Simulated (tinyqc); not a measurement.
Three surfaces against bond counting: Gupta-type many-body potential for a metal. Computed by tinyqc, a small Python program. Command: `OMP_NUM_THREADS=1 python tinyqc.py 3013102 3013103 out.jsonl gupta walk`. One thread of a shared host (Intel(R) Xeon(R) Processor @ 2.30GHz), about 0.01 s of CPU time with the checks.

E_i = sum_j A exp(-p (r_ij/r0 - 1)) - xi rho_i^gamma, with rho_i = sum_j exp(-2 q (r_ij/r0 - 1)); gamma = 1/2 is the tight-binding second-moment form. The crystal is fcc unless stated; d is the neighbour distance and a fixed number of shells is kept.

Inputs (values chosen for the exercise, modelled on platinum):

| quantity | value | unit |
|---|---|---|
| repulsion A | 0.301 | eV |
| hopping xi | 2.67 | eV |
| decay p | 10.6 | - |
| decay q | 4.1 | - |
| reference distance r0 | 2.775 | angstrom |
| shells kept | 2 | - |
| embedding exponent gamma | 0.5 | - |

Constants: 1 eV/angstrom^3 = 160.2176634 GPa; 1 eV/angstrom^2 = 16.02176634 J/m^2.

Method:
- fcc shells: d sqrt(k), k = 1..5, with 12, 6, 24, 12, 24 atoms; Omega = d^3/sqrt2.
- Equilibrium: dE/dd = 0; B = d^2 E''(d)/(9 Omega).
- Cut the crystal without relaxation; an atom in layer l keeps the neighbours that lie below the surface plane. Excess = E_i + E_c. Surface energy = sum of excesses over the layers, divided by the area per surface atom: (sqrt3/2) d^2 for (111), d^2 for (100), sqrt2 d^2 for (110).
- Bond counting with pair bonds charges E_c/12 for each missing nearest neighbour: 3, 4 and 6 per surface cell.

neighbour distance d = 2.77638 angstrom

cohesive energy E_c = 5.69191 eV

Surfaces:

| face | missing bonds | excess (eV) | bond counting (eV) | ratio | surface energy (J/m^2) |
|---|---|---|---|---|---|
| (111) | 3 | 0.35967 | 1.4230 | 0.25276 | 0.8632 |
| (100) | 4 | 0.49997 | 1.8973 | 0.26352 | 1.0392 |
| (110) | 6 | 0.79526 | 2.8460 | 0.27944 | 1.1688 |

What follows from these numbers?

The order of surface energies is (111) < (100) < (110), with (110)/(111) = 1.354 against 1.225 from counting first-neighbour bonds. The excess is 0.25 to 0.28 of the bond-counting value: atoms with fewer neighbours have stronger bonds. Further shells enter the excess but not the count. Caution: relaxation, left out here, lowers surface energies. Caution: fitted second-moment potentials usually give surface energies well below measured ones.
